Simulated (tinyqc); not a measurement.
# Bias-temperature instability, empirical power law with universal recovery, step by step

tinyqc, about 0.01 s, one thread, Intel Xeon 2.30GHz (shared host): `OMP_NUM_THREADS=1 python tinyqc.py 2070079 2070080 out.jsonl` Printed values are rounded.

Threshold-voltage shift at the end of a stress: dV = A (V/V0)^g exp[-(Ea q/kB)(1/T - 1/T0)] (t/1 s)^n. After a delay tr the permanent share pp stays and the rest falls by r = 1/(1 + B (tr/t)^be). An empirical model: its parameters are fits, not properties.

Parameters, values chosen for the exercise:
```
symbol,value,unit,meaning
V0,1.3,V,reference stress voltage
T0,373,K,reference temperature
A,12,mV,shift after 1 s at V0 and T0
n,0.18,,time exponent
g,4.7,,voltage exponent
Ea,0.1,eV,apparent activation energy of the shift
pp,0.32,,permanent share
B,5.9,,recovery scale
be,0.2,,recovery dispersion
V,1.02,V,use voltage
T,328,K,use temperature
dc,30,mV,failure criterion
tr,1,s,delay before the measurement
```

Constants: q = 1.602176634e-19 C, kB = 1.380649e-23 J/K. Results are converted to the units shown.

## Shift and lifetime at use conditions

The lifetime solves dV = dc; ten years are 3.15576e8 s.

voltage factor = 0.3198063
temperature factor = 0.6525732
shift after ten years = 84.82742 mV
lifetime = 0.03106 years
largest voltage for ten years = 0.8176255 V

The device fails: the shift at ten years is above dc. In time the voltage exponent is g/n = 26.1 and the activation energy Ea/n = 0.556 eV.

## What a delayed measurement sees

t, point 0 to 2 (s): [10, 100, 1000]

At V0 and T0, measured shift = dV [pp + (1 - pp) r]; the apparent exponent is the slope of ln(shift) against ln t between the first and last point.

| point | dV (mV) | share left | measured (mV) |
|---|---|---|---|
| 0 | 18.16273 | 0.4639870 | 8.427273 |
| 1 | 27.49041 | 0.5230559 | 14.37902 |
| 2 | 41.60842 | 0.5939712 | 24.71420 |

apparent n = 0.2336298

The delay hides 40.6 % of the last shift and raises the exponent from 0.18 to 0.234, since short stresses recover by a larger share.
